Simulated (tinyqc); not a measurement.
CCD on RHF in the sto-3g basis, for H2, spin multiplicity 1, step by step. One step of it, computed by the program tinyqc.

Problem. Integrals over molecular orbitals. (pq|rs) = sum C_ip C_jq C_kr C_ls (ij|kl), one index at a time.

coefficients C:
```
            MO1        MO2
1H 1s  0.551891   1.181118
2H 1s  0.551891  -1.181118
```

core Hamiltonian H = T + V (hartree):
```
           1H 1s      2H 1s
1H 1s  -1.103119  -0.926788
2H 1s  -0.926788  -1.103119
```

Two-electron integrals (ij|kl) in chemists' order, unique and non-zero (hartree):
```
(11|11) 0.774606   (21|11) 0.428747   (21|21) 0.279397   (22|11) 0.559511
(22|21) 0.428747   (22|22) 0.774606
```

Give: one-electron integrals over orbitals h = C^T H C; Two-electron integrals over orbitals.

Solution.

one-electron integrals over orbitals h = C^T H C (hartree):
```
        1       2
1  -1.237   0.000
2   0.000  -0.492
```

Two-electron integrals over orbitals (pq|rs), unique and non-zero (hartree):
```
(11|11) 0.669   (21|21) 0.183   (22|11) 0.659   (22|22) 0.693
```
